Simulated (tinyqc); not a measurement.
# Hall effect and magnetoresistance of several carrier groups with constant relaxation times, step by step

A worked calculation. Computed by tinyqc, a small Python program that keeps every step. Command: `OMP_NUM_THREADS=1 python tinyqc.py 3014794 3014795 out.jsonl hall2 walk`. One thread of a shared host (Intel(R) Xeon(R) Processor @ 2.30GHz), about 0.01 s of CPU time with the checks. Intermediate numbers are printed to about 6 digits and carried at full precision; extremes and crossings named in words are read from the listed rows.

Group 1 has charge -e and group 2 charge -e; s_i is that sign. B lies along z; mu B is formed with mu in m^2/(V s).

Inputs (values chosen for the exercise, for a model conductor):

| quantity | value | unit |
|---|---|---|
| density n1 | 2.6e+15 | 1/cm^3 |
| mobility mu1 | 79000 | cm^2/(V s) |
| density n2 | 1.8e+16 | 1/cm^3 |
| mobility mu2 | 8100 | cm^2/(V s) |
| magnetic field B | 5.9 | T |

Carriers: two electron groups. Densities: per volume.

Constants: e = 1.602176634e-19 C.

## Conductivity of each group

sigma_xx = sum n_i e mu_i/(1 + mu_i^2 B^2); sigma_xy = sum s_i n_i e mu_i^2 B/(1 + mu_i^2 B^2).

Parts (S/cm):

| group | mu B | sigma_xx | sigma_xy |
|---|---|---|---|
| group 1 | 46.61 | 0.0151409 | -0.705719 |
| group 2 | 4.779 | 0.979902 | -4.68295 |

sigma_xx = 0.995043 S/cm

sigma_xy = -5.38867 S/cm

sigma at B = 0 = 56.2684 S/cm

## Resistivity, Hall coefficient and magnetoresistance

rho_xx = sigma_xx/(sigma_xx^2 + sigma_xy^2); Hall coefficient R_H = sigma_xy/(B (sigma_xx^2 + sigma_xy^2)), with B in V s/cm^2 (1 T = 1e-4 V s/cm^2); magnetoresistance MR = rho_xx(B)/rho_xx(0) - 1. Apparent density 1/(e |R_H|); Hall mobility |R_H|/rho_xx.

rho_xx = 0.0331373 ohm cm

Hall coefficient R_H = -304.162 cm^3/C

magnetoresistance MR = 86.4584 %

apparent density = 2.05204e+16 1/cm^3

Hall mobility = 9178.84 cm^2/(V s)

A one-carrier reading would report electrons of density 2.05e16, against n1 = 2.6e15 and n2 = 1.8e16.

## Limits of weak and strong field

Weak field: R_H(0) = sum s_i n_i mu_i^2/(e (sum n_i mu_i)^2); MR = c B^2 with c = n1 n2 mu1 mu2 (s1 mu1 - s2 mu2)^2/(n1 mu1 + n2 mu2)^2. Strong field: R_H = 1/(e sum s_i n_i); rho_xx saturates at (n1/mu1 + n2/mu2)/(e (sum s_i n_i)^2).

R_H at weak field = -880.885 cm^3/C

coefficient c = 12.2051 1/T^2

R_H at strong field = -302.986 cm^3/C

saturation MR = 86.6347 %

R_H keeps its sign, and its size changes by a factor 0.344 from weak to strong field. Caution: mu B is well above 1, where Landau quantisation, left out here, shows at low temperature.

## Field dependence

rho_xx = sigma_xx/(sigma_xx^2 + sigma_xy^2); Hall coefficient R_H = sigma_xy/(B (sigma_xx^2 + sigma_xy^2)), with B in V s/cm^2 (1 T = 1e-4 V s/cm^2); magnetoresistance MR = rho_xx(B)/rho_xx(0) - 1.

Against the field:

| B (T) | mu1 B | rho_xx (ohm cm) | R_H (cm^3/C) | MR (%) |
|---|---|---|---|---|
| 0.0063 | 4.97700e-02 | 0.0177806 | -880.562 | 4.84150e-02 |
| 0.019 | 1.50100e-01 | 0.0178499 | -877.960 | 4.38375e-01 |
| 0.051 | 4.02900e-01 | 0.0183162 | -860.457 | 3.06233e+00 |
| 0.13 | 1.02700e+00 | 0.0207328 | -769.753 | 1.66601e+01 |
| 0.32 | 2.52800e+00 | 0.0268653 | -539.576 | 5.11666e+01 |
| 0.76 | 6.00400e+00 | 0.0314836 | -366.232 | 7.71532e+01 |
| 1.9 | 1.50100e+01 | 0.0328717 | -314.130 | 8.49641e+01 |
| 5.1 | 4.02900e+01 | 0.0331267 | -304.559 | 8.63989e+01 |
| 15 | 1.18500e+02 | 0.0331638 | -303.168 | 8.66074e+01 |

MR starts as B^2.00 and ends as B^0.00; it saturates at 86.6 %. One group alone would show no magnetoresistance in this model. The rows with mu1 B well above 1 show the semiclassical limit; Landau quantisation is left out.

## Back from four measured limits to the two groups

With z_i = s_i mu_i and w_i = s_i n_i the moments M_k = w1 z1^k + w2 z2^k are M_(-1) = (1 + MR_sat) M_0^2/M_1, M_0 = 1/(e R_strong), M_1 = sigma(0)/e, M_2 = R_weak sigma(0)^2/e. The z_i are the roots of z^2 + p z + q with M_2 + p M_1 + q M_0 = 0 and M_1 + p M_0 + q M_(-1) = 0; then w follows from M_0 and M_1. Group 1 is the faster.

p and q: 87100  6.39900e+08

signed mobilities s_i mu_i (cm^2/(V s)): -79000  -8100

densities (1/cm^3): 2.60e+15  1.80e+16

Checks made by the program: weak-field formulas against the tensor at mu1 B = 1e-3 (relative difference 2e-07); recovered mobilities and densities against the inputs (relative difference below 1e-10).
